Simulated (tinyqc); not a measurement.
## Voltage drop against the pad pitch

A grid of 25 by 25 nodes with segments Rx (rows) and Ry (columns); every node draws I1 and the central node kh I1; pads with resistance Rp sit at the nodes whose row and column are multiples of the pitch, counting from 0. The drops u = Vdd - V follow from G u = i, with G the conductance matrix and i the load currents, solved directly.

Inputs (values chosen for the exercise):
```
symbol  value  unit                                   meaning
Vdd       0.9     V                            supply voltage
Rx       0.16   ohm        resistance of a horizontal segment
Ry        1.4   ohm          resistance of a vertical segment
Rp       0.21   ohm  resistance from a pad node to the supply
kh          5              factor on the load at the hot node
I1        2.2    mA  load current of a node in the large grid
```

Voltage drop against the pad pitch:
```
pitch (nodes)	pads	worst drop (mV)	mean drop (mV)	largest drop at a pad (mV)	largest pad current (mA)	worst drop over Vdd (%)
1	625	1.1029	0.46496	1.1029	5.2520	0.12255
2	169	3.7454	2.6361	2.6506	12.622	0.41615
3	81	8.0692	6.2671	4.9977	23.799	0.89658
4	49	14.862	11.339	8.1192	38.663	1.6513
6	25	33.175	25.633	16.413	78.155	3.6861
8	16	60.977	45.270	25.241	120.19	6.7752
12	9	118.50	97.333	51.882	247.06	13.166
24	4	423.36	340.26	72.650	345.95	47.040
```

The worst drop goes from 1.10 to 423 mV while the number of pads falls from 625 to 4; between the last two rows it goes as pitch^(1.84). The largest drop at a pad is 100 % of the worst drop in the first row and 17.2 % in the last; the rest falls along the wires. For pitch = 24 the drop exceeds 15 % of the supply, where loads no longer draw a fixed current.

Computed by the program tinyqc: `OMP_NUM_THREADS=1 python tinyqc.py 2770138 2770139 out.jsonl`, one thread of a shared Intel Xeon 2.30GHz, about 0.3 s for the whole run.
